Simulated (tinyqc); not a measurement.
# A square-lattice strip 2 sites wide in a magnetic flux, recursive Green functions, step by step

Program tinyqc, `OMP_NUM_THREADS=1 python tinyqc.py 2660046 2660047 out.jsonl`; Intel Xeon 2.30GHz, shared host, one thread, about 0.01 s. Printed values are rounded.

The device has N = 4 slices of 2 site(s), nearest-neighbour hopping -t, and site energies U; the leads are semi-infinite continuations with site energy 0 and no flux. The hopping from slice i to i + 1 inside the device carries the phase exp(2 pi i f j) on row j = 1, 2, ...: V = <i+1|H|i> = -t diag(exp(2 pi i f j)).

Values chosen for this exercise: hopping (matrix element -t) t = 0.6 eV; site energies, slice by slice (2 a slice) U = [-0.29, -0.07, -0.24, -0.1, -0.01, 0.09, -0.27, -0.02] eV; energy E = 0.72 eV; magnetic flux through each plaquette inside the device f = 0.07 h/q.

## Self-energy of the leads

Transverse modes n = 1..2: chi_n(j) = sqrt(2/3) sin(pi n j/3), energy e_n = -2 t cos(pi n/3). Sigma = t^2 sum_n chi_n chi_n^T g(E - e_n), g(x) = (x - i sqrt(4 t^2 - x^2))/(2 t^2) for |x| < 2 t and (x - sign(x) sqrt(x^2 - 4 t^2))/(2 t^2) otherwise; Gamma = i (Sigma - Sigma^dagger); both leads give the same.

Sigma (eV):
```
[[0.2225227-0.2984962i, 0.1625227+0.2984962i],
 [0.1625227+0.2984962i, 0.2225227-0.2984962i]]
```

Gamma (eV):
```
[[0.5969925, -0.5969925],
 [-0.5969925, 0.5969925]]
```

open modes = 1

## Hopping between slices

V = -t diag(exp(2 pi i f j)), j = 1, 2, ...

V (eV):
```
[[-0.5428962-0.2554676i, 0.0000000+0.0000000i],
 [0.0000000+0.0000000i, -0.3824544-0.4623079i]]
```

## Slice 1

Forward pass: g_1 = (E - H_1 - Sigma)^(-1), g_i = (E - H_i - V g_(i-1) V^dagger)^(-1), with Sigma also subtracted on the last slice; G_(i,1) = g_i V G_(i-1,1), starting from g_1. H_i is the block of slice i: its site energies on the diagonal and -t between neighbouring rows.

g_1 (1/eV):
```
[[0.6760830-0.5930497i, 0.1709820+0.7228775i],
 [0.1709820+0.7228775i, 0.7866573-0.8811264i]]
```

## Slice 2

As before.

g_2 (1/eV):
```
[[0.655218-0.809063i, 0.239615+0.767197i],
 [0.271993+1.146045i, 0.527898-1.131415i]]
```

G_(2,1) (1/eV):
```
[[0.118146+0.638363i, -0.441899-0.909801i],
 [-0.572421-1.045484i, 0.120745+0.773830i]]
```

## Slice 3

As before.

g_3 (1/eV):
```
[[0.5261674-0.7575576i, 0.4114473+0.5702840i],
 [0.7795218+0.9577018i, 0.3377687-0.8151920i]]
```

G_(3,1) (1/eV):
```
[[-0.7210849-0.1505736i, 0.7924426+0.3465660i],
 [0.8903103+0.2410596i, -0.7568470+0.1073857i]]
```

## Slice 4

As before.

g_4 (1/eV):
```
[[0.7354831-0.3498051i, 0.4407800+0.3143000i],
 [0.7711915+0.4948478i, 0.7422123-0.5593880i]]
```

G_(4,1) (1/eV):
```
[[0.4100422-0.2219297i, -0.3355230+0.0749513i],
 [-0.3111988+0.1340034i, 0.3542265-0.4307768i]]
```

## Transmission and its channels

T(E) = Tr[Gamma G_(N,1) Gamma G_(N,1)^dagger]. The non-zero eigenvalues T_n of the matrix under the trace are the channel transmissions; Fano factor sum T_n (1 - T_n)/sum T_n.

T(E) = 0.9741674
T_n: [0.9741674]
Fano factor = 0.02583263

With 1 open mode(s) in the leads T(E) cannot exceed 1. Inverting the whole matrix gives the same value.
